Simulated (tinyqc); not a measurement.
CCSD on RHF in the sto-3g basis, for H3-, spin multiplicity 1, step by step. The basis has no diffuse functions, so it cannot describe the extra electron: this is an exercise in the method, not the real anion. One step of it, computed by the program tinyqc.

Task: Integrals over molecular orbitals. (pq|rs) = sum C_ip C_jq C_kr C_ls (ij|kl), one index at a time.

coefficients C:
```
,MO1,MO2,MO3
1H 1s,0.492377,0.000000,1.406644
2H 1s,0.377875,0.777536,-0.896660
3H 1s,0.377875,-0.777536,-0.896660
```

core Hamiltonian H = T + V (hartree), lower triangle:
```
,1H 1s,2H 1s,3H 1s
1H 1s,-1.606878
2H 1s,-1.028686,-1.336013
3H 1s,-1.028686,-0.340665,-1.336013
```

Two-electron integrals (ij|kl) in chemists' order, unique and non-zero (hartree):
```
i,j,k,l,(ij|kl)
1,1,1,1,0.774606
2,1,1,1,0.366636
2,1,2,1,0.212672
2,2,1,1,0.517751
2,2,2,1,0.366636
2,2,2,2,0.774606
3,1,1,1,0.366636
3,1,2,1,0.161809
3,1,2,2,0.220164
3,1,3,1,0.212672
3,2,1,1,0.105953
3,2,2,1,0.054689
3,2,2,2,0.086176
3,2,3,1,0.054689
3,2,3,2,0.016073
3,3,1,1,0.517751
3,3,2,1,0.220164
3,3,2,2,0.297279
3,3,3,1,0.366636
3,3,3,2,0.086176
3,3,3,3,0.774606
```

Give: one-electron integrals over orbitals h = C^T H C; Two-electron integrals over orbitals.

Result:

one-electron integrals over orbitals h = C^T H C (hartree), lower triangle:
```
,1,2,3
1,-1.6340
2,0.0000,-1.2035
3,-0.1620,0.0000,-0.6857
```

Two-electron integrals over orbitals (pq|rs), unique and non-zero (hartree):
```
p,q,r,s,(pq|rs)
1,1,1,1,0.5749
2,1,2,1,0.1632
2,2,1,1,0.5150
2,2,2,2,0.5551
3,1,1,1,0.0832
3,1,2,2,-0.0291
3,1,3,1,0.1313
3,2,2,1,-0.1370
3,2,3,2,0.1390
3,3,1,1,0.6032
3,3,2,2,0.5398
3,3,3,1,0.1008
3,3,3,3,0.6726
```
